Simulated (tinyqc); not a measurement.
From results to parameters: Luttinger model of the valence bands. Computed by the program tinyqc.

Problem. In the four-band Luttinger model 1/m = g1 -/+ 2 g2 along [100] and g1 -/+ 2 g3 along [111]. Find g1, g2, g3 and the light hole mass along [111].

heavy and light hole masses along [100] (electron masses): 0.112486  0.036751
heavy hole mass along [111] = 0.119760 electron masses

Solution. The mean of the two inverse masses along [100] is g1 and a quarter of their difference is g2; g3 = (g1 - 1/m_hh[111])/2.

g1, g2, g3: 18.0500  4.5800  4.8500
light hole mass along [111] = 0.036 electron masses
